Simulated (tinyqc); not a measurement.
Spin coating of a resist or spin-on film: centrifugal thinning, evaporation and the final thickness (Emslie and Meyerhofer models): one step, computed by the program tinyqc. Command: `OMP_NUM_THREADS=1 python tinyqc.py 3113417 3113418 out.jsonl spincoat walk`. One thread of a shared host (Intel(R) Xeon(R) Processor @ 2.30GHz), about 0.09 s of CPU time with the checks.

A Newtonian film stays uniform over the wafer; solvent and solids have the same density and the concentration is uniform through the thickness.

Task: Rates. omega = 2 pi f/60; nu(c) = nu_s + k c^gamma; evaporation rate e = e0 sqrt(f/1000 rpm). Flow constant K = 2 omega^2/(3 nu(c0)); Reynolds number of the air omega R^2/nu_air with nu_air = 15 mm^2/s.

Inputs (values chosen for the exercise, of the order of those of a polymer resist in an ester solvent): solids volume fraction c0 = 0.35; kinematic viscosity of the solvent nu_s = 1.5 mm^2/s; viscosity constant k = 1000 mm^2/s; viscosity exponent gamma = 3.2; spin speed f = 2500 rpm; evaporation rate at 1000 rpm e0 = 0.056 micrometre/s; wafer radius R = 50 mm.

Give: omega; nu(c0); evaporation rate e; flow constant K; Reynolds number of the air.

Result:

omega = 261.8 1/s

nu(c0) = 36.26 mm^2/s

evaporation rate e = 0.08854 micrometre/s

flow constant K = 0.001260 1/(micrometre^2 s)

Reynolds number of the air = 43633
